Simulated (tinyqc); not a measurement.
# Hexagonal on-chip spiral inductor, lumped pi model, step by step

Numbers from tinyqc (`OMP_NUM_THREADS=1 python tinyqc.py 2302227 2302228 out.jsonl`; about 0.01 s on one thread of a shared Intel Xeon 2.30GHz). Printed values are rounded.

Outer diameter do = di + 2 n wd + 2 (n - 1) sp, mean da = (do + di)/2, fill p = (do - di)/(do + di), length l = 3.464 n da. L = 2.33 mu0 n^2 da/(1 + 3.82 p), mu0 = 4 pi 1e-7 H/m. Rs = rho l/(wd delta (1 - exp(-th/delta))), delta = sqrt(rho/(pi f mu0)). Cs = n wd^2 eps0 eo/hu across the coil. At each end Cox = l wd eps0 eo/(2 ho) leads to the substrate branch Rsi = 2 rs he/(l wd) in parallel with Csi = l wd eps0 11.7/(2 he). With one end grounded Y = 1/(Rs + i w L) + i w Cs + 1/[1/(i w Cox) + 1/(1/Rsi + i w Csi)], w = 2 pi f; Q = -Im Y/Re Y. Eddy currents in neighbouring turns and in the substrate are left out.

Values chosen for this exercise; values of the order met in silicon radio-frequency processes:
```
symbol  value     unit                                     meaning
n         1.5                                      number of turns
wd          6       um                                  line width
sp        1.5       um                         space between turns
di         40       um                              inner diameter
th          4       um                             metal thickness
rho         3  uohm cm                           metal resistivity
ho        9.1       um                        oxide below the coil
hu        0.6       um            oxide between coil and underpass
eo          3                   relative permittivity of the oxide
rs       1000   ohm cm                       substrate resistivity
he         80       um  effective spreading depth in the substrate
f         4.2      GHz                                   frequency
```

Constants: eps0 = 8.8541878128e-12 F/m. Results are converted to the units shown.

## Geometry and model elements

do, l, L, delta, Rs, Cs, Cox, Rsi and Csi as defined.

do = 59.5 um
l = 258.501 um
L = 0.187430 nH
delta = 1.34510 um
Rs = 1.01265 ohm
Cs = 2.39063 fF
Cox = 2.26366 fF
Rsi = 1.03159e6 ohm
Csi = 1.00422 fF

Rs is 3.13 times the direct-current value in this empirical form, which overstates the skin effect of a flat slab when delta is near th and so stands in for some current crowding.

## Admittance, quality factor and apparent inductance

Series branch 1/(Rs + i w L), substrate branch, total Y, Q = -Im Y/Re Y, apparent inductance Im(1/Y)/w, metal-only value w L/Rs, share of the loss in the substrate Re(substrate branch)/Re Y.

series branch = 39.727-194.043i mS
substrate branch = 0.0004651+0.0183623i mS
Y = 39.728-193.961i mS
Q = 4.88226
apparent inductance = 0.187503 nH
w L/Rs = 4.88437
share of the loss in the substrate = 0.00117067 %

Q is 100 % of the metal-only value.
